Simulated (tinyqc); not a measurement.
Hole subbands of a hard-walled well, four-band Luttinger model, step by step. Values are carried at full precision from step to step, so a last printed digit may differ when a step is redone from the rounded ones.

Constants: hbar^2/2m0 = 3.80998211 eV angstrom^2.

Parameters, chosen for this exercise (near those of InP; the results hold for these values, not for the real material): b = -1.99 eV (shear deformation potential); C11 = 98.5 GPa; C12 = 57.7 GPa; e_par = 0.0149 (strain in the plane); g1 = 5.08 (Luttinger gamma1); g2 = 1.61 (gamma2); L = 185 angstrom (well width along [001]); g3 = 2.11 (gamma3); k = 0.0111 1/angstrom (wave vector in the plane); N = 4 (sines for each component); kmax = 0.041 1/angstrom (end of the path).

## Shear strain energy

e_perp = -2 (C12/C11) e_par and Zs = b (e_par - e_perp); Zs > 0 lifts the heavy-hole edge by Zs and lowers the light-hole edge by Zs.

e_perp = -0.01746
shear strain energy Zs = -0.06439 eV

## Levels at k = 0

R and S vanish: HHn = c (g1 - 2 g2)(n pi/L)^2 - Zs and LHn = c (g1 + 2 g2)(n pi/L)^2 + Zs, c = hbar^2/2m0, hole energies counted downwards. Sort HH1 to HH4 and LH1, LH2.

Levels:

| subband | E (eV) |
|---|---|
| LH1 | -0.0553 |
| LH2 | -0.0279 |
| HH1 | 0.0664 |
| HH2 | 0.0726 |
| HH3 | 0.0828 |
| HH4 | 0.0971 |

The top subband is LH1, 27.4 meV from LH2. The confinement energy of LH1 or the strain splitting is not small against a spin-orbit splitting of about 0.107 eV, so a six-band model would move the light holes.

## The matrix at one k

Hole energies are counted downwards from the unstrained band edge, c = hbar^2/2m0. After the usual block transformation one block is H = [[P + Q - Zs, R - i S], [R + i S, P - Q + Zs]] in (heavy, light), with P +/- Q = c [(g1 +/- g2) k^2 + (g1 -/+ 2 g2) kz^2], R = sqrt(3) c gR k^2, S = 2 sqrt(3) c g3 k kz, kz = -i d/dz; axial approximation gR = (g2 + g3)/2. Zs = b (e_par - e_perp) is the shear part of the strain (the hydrostatic part shifts all levels alike and is left out). Basis sqrt(2/L) sin(n pi z/L), n = 1 to N, for each component: kz^2 gives (n pi/L)^2 and the heavy-light block is R delta_nm - 2 sqrt(3) c g3 k D_nm with D_nm = 4 n m/(L (n^2 - m^2)) for n + m odd, 0 otherwise. The other block has the same levels. The split-off band is left out, a severe simplification for a spin-orbit splitting near 0.11 eV.

Fill in the 2N x 2N matrix, in meV.

H(k) (meV), lower triangle:
```
       h1     h2     h3      h4      l1      l2     l3     l4
h1  69.57
h2      0  75.70
h3      0      0  85.92
h4      0      0      0  100.23
l1   1.51  -4.46      0   -1.78  -53.64
l2   4.46   1.51  -8.02       0       0  -26.28
l3      0   8.02   1.51  -11.46       0       0  19.31
l4   1.78      0  11.46    1.51       0       0      0  83.15
```

## Levels and mixing

Diagonalise; give the four lowest hole energies and the weight of the heavy component (the first half of the basis) in each.

levels (meV): -53.83  -27.09  16.62  69.15

heavy weight: 0.001  0.007  0.036  0.912

The most mixed of the four is number 4, with 91 % heavy character. Against 60 sines these levels lie 0.0, 0.1, 0.2 and 0.8 meV too high.

## Dispersion in the plane

N = 20, nine points from 0 to kmax.

Hole energies (meV):

| k (1/angstrom) | E1 | E2 | E3 | E4 | heavy weight of 1 | heavy weight of 2 |
|---|---|---|---|---|---|---|
| 0.0000 | -55.27 | -27.91 | 17.68 | 66.43 | 0.000 | 0.000 |
| 0.0051 | -54.96 | -27.76 | 17.38 | 67.09 | 0.000 | 0.002 |
| 0.0103 | -54.05 | -27.30 | 16.55 | 68.44 | 0.001 | 0.007 |
| 0.0154 | -52.57 | -26.54 | 15.39 | 64.87 | 0.003 | 0.015 |
| 0.0205 | -50.54 | -25.49 | 14.11 | 59.91 | 0.006 | 0.026 |
| 0.0256 | -48.03 | -24.16 | 12.90 | 55.33 | 0.010 | 0.039 |
| 0.0307 | -45.09 | -22.56 | 11.90 | 51.28 | 0.016 | 0.053 |
| 0.0359 | -41.78 | -20.70 | 11.19 | 47.81 | 0.024 | 0.069 |
| 0.0410 | -38.14 | -18.57 | 10.84 | 44.93 | 0.033 | 0.084 |

At small k the hole energy falls in subband 3: an electron-like mass, caused by repulsion from a deeper subband. E2 - E1 is smallest, 19.6 meV, at k = 0.0410 of the points listed. The top subband goes from 0.00 to 0.03 in heavy weight.

## Mass of HH1 in the plane

Second order in k: 1/m = g1 + g2 - sum_n 12 c g3^2 D_1n^2/(LHn - HH1) over even n up to 60, with D_1n = 4n/(L (n^2 - 1)) in size, LHn - HH1 = c [(g1 + 2 g2) n^2 - (g1 - 2 g2)](pi/L)^2 + 2 Zs, c = hbar^2/2m0.

LHn - HH1 for n = 2, 4, 6 (meV): -94.3  15.1  197.5
terms for n = 2, 4, 6: -0.4483  0.4486  0.0142
sum of all terms = 0.0205
mass without mixing, 1/(g1 + g2) = 0.1495 m0
1/m with mixing = 6.6695 1/m0

Mixing with the light holes takes m from 0.149 to 0.150 m0.

## Checks

- 1/m of HH1 from the full matrix (N = 60) at small k against second order: both 6.670.
- The 2 x 2 block with gR = g2 (k along [100]) for a plane wave (k, 0, pi/L) against the bulk heavy-hole formula, eV: both 0.00188.
- Lowest level at the given k on a real-space grid of 240 points against 60 sines, eV: both -0.0538.

Computed by tinyqc, a small Python program: `OMP_NUM_THREADS=1 python tinyqc.py 1282773 1282774 out.jsonl` (the numbers bound the seed that draws the inputs); one thread of a shared host (Intel(R) Xeon(R) Processor @ 2.30GHz), about 0.1 s for the whole set of steps.
